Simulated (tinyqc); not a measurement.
Switching field against angle and time: single-domain magnet: Stoner-Wohlfarth switching, Neel-Arrhenius retention, LLG dynamics and spin torque. Computed by tinyqc, a small Python program. Command: `OMP_NUM_THREADS=1 python tinyqc.py 3022524 3022525 out.jsonl macro walk`. One thread of a shared host (Intel(R) Xeon(R) Processor @ 2.30GHz), about 0.01 s of CPU time with the checks.

The moment is uniform, with unit vector m; z is the easy axis. mu_0 = 1.25663706212e-6 T m/A, gamma = 1.76085963023e11 rad/(s T).

Inputs (values chosen for the exercise, for a model magnet):
```
quantity                         value    unit
saturation magnetisation M_s       779    kA/m
diameter d                          61      nm
thickness t                        1.9      nm
interface anisotropy K_i         0.744  mJ/m^2
bulk anisotropy K_u                 37  kJ/m^3
exchange stiffness A                10    pJ/m
temperature T                       77       K
attempt frequency f0                 1     GHz
waiting time t_w              3.15e+08       s
```

Shape: thin disc, easy axis normal to it.

Constants: k_B = 1.380649e-23 J/K.

Method:
- The disc is treated as an oblate spheroid with p = t/d: N_z = [1 - p arccos(p)/sqrt(1 - p^2)]/(1 - p^2); V = pi d^2 t/4; K_eff = K_u + K_i/t + K_shape, K_shape = -(mu_0 M_s^2/4)(3 N_z - 1); mu_0 H_K = 2 K_eff/M_s.
- Delta = K_eff V/(k_B T); tau = exp(Delta)/f0; probability of a flip within t_w: P = 1 - exp(-t_w/tau). Wall width parameter sqrt(A/K_eff); a two-domain state costs 4 sqrt(A K_eff) times the cross-section that the wall cuts (d t).
- Energy over K_eff V: e(theta) = sin^2(theta) + 2 h cos(theta - psi) for m at the angle theta from +z and a field that points at psi from -z (it pulls m away from +z towards negative theta); h_sw = (cos^(2/3) psi + sin^(2/3) psi)^(-3/2).
- Switching field at T: the h at which the exact barrier equals ln(f0 t_w/ln 2) k_B T (0 if the zero-field barrier is lower). Sharrock form: h_sw [1 - (ln(f0 t_w/ln 2)/Delta)^(1/n)], n = 0.86 + 1.14 h_sw.

stability factor Delta = 387.564

Fields over H_K:
```
psi (degrees)  h_sw at T = 0  thermal, exact barrier  thermal, Sharrock form
1                    0.90707                 0.65126                 0.63123
10                   0.67381                 0.51834                 0.50511
20                   0.57365                 0.44796                 0.44427
30                   0.52402                 0.41155                 0.41247
45                   0.50000                 0.39365                 0.39667
60                   0.52402                 0.41155                 0.41247
75                   0.61466                 0.47734                 0.46971
89                   0.90707                 0.65126                 0.63123
```

What does the comparison show, and why?

At T = 0 the field is least at 45 degrees, H_K/2, and symmetric about it. Thermal help lowers it to 72 % at 1 degree and 79 % at 45 degrees; the Sharrock form misses the exact barrier by at most about 0.020 H_K, at psi = 1 (and its mirror angle). Caution: a flat cylinder has a smaller N_z than the spheroid of the same t/d, so K_eff of a real disc is larger. Caution: a domain wall can cross the element at lower cost, so the single-domain barrier is an upper bound.

Extremes, crossings and ranges named in words are read from the listed rows.
